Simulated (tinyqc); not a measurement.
Comparisons within one model: Wannier function of the lower band of a two-orbital chain. A value that a table varies takes the place of the one given here.

H(k) = [[-d/2 - 2 ta cos k, -t1 - t2 exp(-ik)], [-t1 - t2 exp(ik), d/2 - 2 tb cos k]], k in 1/a, Bloch sums with exp(ikR) and without the positions inside the cell. Mesh k_j = 2 pi j/N. Projection gauge: each lower eigenvector u is multiplied by the phase that makes <trial|u> real and positive (the one-band case of Loewdin orthogonalisation). Wannier amplitudes w(R) = (1/N) sum_k exp(ikR) u(k); hoppings H(R) = (1/N) sum_k exp(-ikR) E(k).

Values chosen for the exercise:
- d = 0.29 eV (A at -d/2, B at +d/2)
- t1 = 1.24 eV (A-B in the cell)
- t2 = 0.93 eV (B to A of the next cell)
- ta = 0.04 eV (A-A between cells)
- tb = -0.24 eV (B-B between cells)
- xb = 0.37 a (position of B (A at 0))
- th = 45 degrees (trial orbital cos(th) A + sin(th) B in cell 0)

## Convergence with the mesh

Centre and Omega_I from overlaps M_j = u_j^+ diag(1, exp(-i b xb)) u_(j+1), b = 2 pi/N: centre -(1/2 pi) sum arg M, Omega_I = (1/(N b^2)) sum (1 - |M|^2). Largest error of the Fourier interpolation on 41 points from 0 to pi.

Mesh:
```
N,centre (a),Omega_I (a^2),H(1) (eV),largest error (meV)
3,0.18368,0.06699,-0.26450,415.114
4,0.22275,0.07441,-0.36828,126.782
6,0.23039,0.10274,-0.34374,58.547
8,0.23420,0.12378,-0.33874,29.276
12,0.23759,0.15053,-0.33682,8.741
16,0.23896,0.16482,-0.33656,3.396
24,0.24001,0.17720,-0.33651,0.606
```

The interpolation error falls exponentially, from 126.8 meV at N = 4 to 8.741 at N = 12, because the hoppings decay exponentially for an isolated band (smallest gap 0.68 eV). Omega_I carries a finite-difference error and converges as a power: against the value 0.18827 on 400 points it is off by -0.03774 at N = 12 and -0.01107 at N = 24, an exponent of 1.77; the limit 2 is not yet reached on these meshes.

## Choice of the trial orbital

N = 16. Centre, Omega_I and Omega_D from overlaps (b = 2 pi/N, M_j = u_j^+ diag(1, exp(-i b xb)) u_(j+1); Omega_D = (1/(N b^2)) sum (arg M_j + b centre)^2).

Trial angle:
```
th (deg),smallest projection,centre (a),Omega_I (a^2),Omega_D (a^2)
0,0.548,0.2390,0.16482,0.24727
15,0.746,0.2390,0.16482,0.10472
30,0.869,0.2390,0.16482,0.03868
45,0.912,0.2390,0.16482,0.00818
60,0.895,0.2390,0.16482,0.00038
75,0.811,0.2390,0.16482,0.01521
90,0.636,0.2390,0.16482,0.06619
```

Omega_I is the same for all. Omega_D is smallest at 60 degrees (0.00038) and largest at 0 (0.24727). The centre does not move.

## Centre against ionicity

N = 24, d varied. Overlaps M_j = u_j^+ diag(1, exp(-i b xb)) u_(j+1), b = 2 pi/N; centre -(1/2 pi) sum arg M_j folded into [0, 1); Omega_I = (1/(N b^2)) sum (1 - |M_j|^2); charge moved is -2 times the shift of the centre from its value at d = 0 (a doubly filled band); weight on A averaged over the mesh.

Against d:
```
d (eV),centre (a),charge moved (e),weight on A,Omega_I (a^2)
-6.0,0.3694,-0.1657,0.056,0.0132
-3.0,0.3666,-0.1601,0.142,0.0347
-1.5,0.3571,-0.1411,0.248,0.0650
-0.5,0.3290,-0.0848,0.368,0.1111
0.0,0.2866,0.0000,0.454,0.1526
0.5,0.1946,0.1839,0.564,0.1838
1.5,0.0458,0.4815,0.752,0.0922
3.0,0.0101,0.5530,0.871,0.0353
6.0,0.0018,0.5696,0.950,0.0119
```

For large positive d the function sits on A (centre 0.002) and for large negative d on B at 0.37 (centre 0.369); at d = 0 it lies at 0.287, on the bond inside the cell, the stronger one. Among these rows the spread is largest at d = 0.5 eV.

## What each parameter does

N = 24: centre (folded into [0, 1)) and Omega_I from overlaps M_j = u_j^+ diag(1, exp(-i b xb)) u_(j+1), b = 2 pi/N: centre = -(1/2 pi) Im ln prod M_j, Omega_I = mean(1 - |M_j|^2)/b^2; and the first two hoppings H(R). Each row changes one parameter from the base and keeps the others.

Results:
```
case,centre (a),Omega_I (a^2),H(1) (eV),H(2) (eV)
base,0.2400,0.1772,-0.3365,0.0673
d = 0.59 eV,0.1739,0.1815,-0.3484,0.0711
t1 = 1.39 eV,0.2192,0.1316,-0.3444,0.0630
t2 = 0.83 eV,0.2231,0.1321,-0.2983,0.0550
ta = 0.14 eV,0.2732,0.1667,-0.3846,0.0592
xb = 0.42 a,0.2644,0.1858,-0.3365,0.0673
th = 55 degrees,0.2400,0.1772,-0.3365,0.0673
```

The largest shifts from the base row, up to three for each result and ties (the steps differ in size, so this ranks the rows, not the parameters). centre (a): d -0.0661, ta +0.0331, xb +0.0243; unchanged at the printed digits by th. Omega_I (a^2): t1 -0.0456, t2 -0.0451, ta -0.0105; unchanged at the printed digits by th. H(1) (eV): ta -0.0481, t2 +0.0383, d -0.0119; unchanged at the printed digits by xb and th. H(2) (eV): t2 -0.0123, ta -0.0081, t1 -0.0043; unchanged at the printed digits by xb and th. The trial angle is a choice of gauge and moves none of these; xb enters the position operator alone, so it leaves the hoppings.

Run: tinyqc, `OMP_NUM_THREADS=1 python tinyqc.py 1450611 1450612 out.jsonl`; Intel(R) Xeon(R) Processor @ 2.30GHz, one thread, shared host; about 0.2 s of CPU time with all checks.
